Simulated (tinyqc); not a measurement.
Lossy on-chip transmission line with skin effect: one step of the calculation.

A uniform line in a homogeneous dielectric: c = sqrt(er)/(c0 Z0), l = Z0 sqrt(er)/c0 (c0 = 299792458 m/s), g = w c td, w = 2 pi f. The resistance joins its limits as r = sqrt(r_dc^2 + r_hf^2), with r_dc = rho/(wd th), r_hf = kr rho/(2 delta (wd + th)), delta = sqrt(rho/(pi f mu0)), mu0 = 4 pi 1e-7 H/m; this is an interpolation, and internal inductance, up to 0.05 nH/mm at low frequency, is neglected.

Task. Reflection, input impedance and transfer. ZL = 1/(1/RL + i w CL); reflection (ZL - Zc)/(ZL + Zc); Zin = Zc (ZL + Zc tanh(gamma len))/(Zc + ZL tanh(gamma len)); H = V_load/V_source = [Zin/(Zin + Rg)]/[cosh(gamma len) + (Zc/ZL) sinh(gamma len)].

Values chosen for this exercise: source resistance Rg = 50 ohm; load resistance RL = 50 ohm; load capacitance CL = 300 fF; frequency f = 2.3 GHz.

gamma len = 0.14837933+0.16328771i
Zc = 119.77406-108.83853i ohm

Give: ZL; reflection at the load; Zin; H; |H|.

Result.

ZL = 47.76-10.35i ohm
reflection at the load = -0.5631+0.1873i
Zin = 81.34-12.61i ohm
H = 0.3571-0.0746i
|H| = -8.758 dB

Program tinyqc, `OMP_NUM_THREADS=1 python tinyqc.py 2810225 2810226 out.jsonl`; Intel Xeon 2.30GHz, shared host, one thread, about 0.01 s.
